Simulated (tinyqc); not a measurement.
Frequency dispersion of an accumulation capacitance by border traps, distributed model: two steps of the calculation.

Traps spread evenly through the insulator exchange electrons with the semiconductor by tunnelling, with tau(x) = t0 exp(2 ka x) at depth x from the interface. The admittance per area Y seen at depth x obeys dY/dx = -Y^2/(i w eps0 eox) + q Nb ln(1 + i w tau)/tau, with Y(0) = i w Cs and w = 2 pi f; the gate sees Y(tox) = G + i w C. Working variable y = Y/(i w), in uF/cm^2. Cox = eps0 eox/tox.

Parameters, values chosen for the exercise; permittivity close to that of aluminium oxide: relative permittivity of the insulator eox = 8.35; insulator thickness tox = 9.9 nm; semiconductor capacitance in accumulation Cs = 3.9 uF/cm^2; density of border traps Nb = 9.9e19 cm^-3 eV^-1; decay constant of the wave function in the insulator ka = 6.3 1/nm; time constant of a trap at the interface t0 = 2e-11 s; frequency f = 10000 Hz; depth down to which the steps are taken xe = 1.5 nm.

Constants: q = 1.602176634e-19 C, eps0 = 8.8541878128e-14 F/cm where lengths are in cm. Results are converted to the units shown.

Problem 1. Scales and lumped estimate. Cox; trap-free value 1/(1/Cox + 1/Cs); response depth d = ln(1/(w t0))/(2 ka), where w tau = 1; lumped estimate: all traps within d act as C_bt = q Nb d placed at d/2, so C = 1/{1/[1/(1/Cs + d/(2 eps0 eox)) + C_bt] + (tox - d/2)/(eps0 eox)}.

Give: Cox; trap-free C; d; C_bt; lumped C.

Solution 1.

Cox = 0.74679 uF/cm^2
trap-free C = 0.62677 uF/cm^2
d = 1.0783 nm
C_bt = 1.7104 uF/cm^2
lumped C = 0.67714 uF/cm^2

The traps within reach amount to 0.439 Cs and lie in the first 10.9 % of the insulator.

Problem 2. Capacitance and conductance at the gate. Beyond xe the traps are ignored, so 1/y(tox) = 1/y(xe) + (tox - xe)/(eps0 eox); C = Re y, G/w = -Im y, loss tangent G/(w C).

y at xe = 3.0725685-0.1384876i uF/cm^2

Wanted: y at the gate; C; G/w; loss tangent.

Solution 2.

y at the gate = 0.68441-0.00686i uF/cm^2
C = 0.68441 uF/cm^2
G/w = 0.0068580 uF/cm^2
loss tangent = 0.010020

Computed by the program tinyqc: `OMP_NUM_THREADS=1 python tinyqc.py 2202141 2202142 out.jsonl`, one thread of a shared Intel Xeon 2.30GHz, about 0.6 s for the whole run.
